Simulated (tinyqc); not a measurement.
Frequency dispersion of an accumulation capacitance by border traps, distributed model: effect of the semiconductor capacitance in accumulation.

Traps spread evenly through the insulator exchange electrons with the semiconductor by tunnelling, with tau(x) = t0 exp(2 ka x) at depth x from the interface. The admittance per area Y seen at depth x obeys dY/dx = -Y^2/(i w eps0 eox) + q Nb ln(1 + i w tau)/tau, with Y(0) = i w Cs and w = 2 pi f; the gate sees Y(tox) = G + i w C. Working variable y = Y/(i w), in uF/cm^2. Cox = eps0 eox/tox.

Cox; trap-free value 1/(1/Cox + 1/Cs); response depth d = ln(1/(w t0))/(2 ka), where w tau = 1; lumped estimate: all traps within d act as C_bt = q Nb d placed at d/2, so C = 1/{1/[1/(1/Cs + d/(2 eps0 eox)) + C_bt] + (tox - d/2)/(eps0 eox)}. C and G from a fine integration; dispersion -d C/d log10 f over C, from f times and over 1.1. For a broad spread of time constants G/w is close to -(pi/2) dC/d ln w.

Parameters, values chosen for the exercise; permittivity close to that of zirconium oxide: relative permittivity of the insulator eox = 22.5; insulator thickness tox = 3.8 nm; density of border traps Nb = 4.1e19 cm^-3 eV^-1; decay constant of the wave function in the insulator ka = 3 1/nm; time constant of a trap at the interface t0 = 5e-9 s; frequency f = 1e6 Hz.

Constants: q = 1.602176634e-19 C, eps0 = 8.8541878128e-14 F/cm where lengths are in cm. Results are converted to the units shown.

The same in every row: d (nm) = 0.5767.

Result of one run:

| C (uF/cm^2) | G/w (uF/cm^2) | dispersion (% a decade) | -(pi/2) dC/d ln w (uF/cm^2) | lumped C (uF/cm^2) | trap-free C (uF/cm^2) |
|---|---|---|---|---|---|
| 2.047 | 0.08068 | 5.813 | 0.08117 | 1.992 | 1.825 |

Which semiconductor capacitance in accumulation Cs gave this result: 0.39, 0.75, 2.8 or 20 uF/cm^2?

Cs = 2.8 uF/cm^2.

The whole series:

| Cs (uF/cm^2) | C (uF/cm^2) | G/w (uF/cm^2) | dispersion (% a decade) | -(pi/2) dC/d ln w (uF/cm^2) | lumped C (uF/cm^2) | trap-free C (uF/cm^2) |
|---|---|---|---|---|---|---|
| 0.2 | 0.6200 | 0.1399 | 33.30 | 0.1408 | 0.5248 | 0.1927 |
| 0.39 | 0.7660 | 0.1331 | 25.64 | 0.1340 | 0.6754 | 0.3630 |
| 0.75 | 1.019 | 0.1217 | 17.63 | 0.1225 | 0.9359 | 0.6561 |
| 1.4 | 1.410 | 0.1051 | 11.00 | 0.1058 | 1.338 | 1.105 |
| 2.8 | 2.047 | 0.08068 | 5.813 | 0.08117 | 1.992 | 1.825 |
| 5.4 | 2.802 | 0.05602 | 2.943 | 0.05624 | 2.763 | 2.660 |
| 10 | 3.522 | 0.03677 | 1.529 | 0.03674 | 3.497 | 3.439 |
| 20 | 4.196 | 0.02254 | 0.7790 | 0.02230 | 4.180 | 4.154 |

As Cs goes from 0.2 to 20, C rises from 0.620 to 4.20 uF/cm^2, the dispersion falls from 33.3 to 0.779 % a decade and G/w falls from 0.140 to 0.0225 uF/cm^2. The lumped estimate is 15 % below C in the first row and 0.38 % below it in the last. The same traps disperse C more when Cs is small, since they then add to the weaker series term.

Numbers from tinyqc (`OMP_NUM_THREADS=1 python tinyqc.py 2202121 2202122 out.jsonl`; about 0.3 s on one thread of a shared Intel Xeon 2.30GHz).
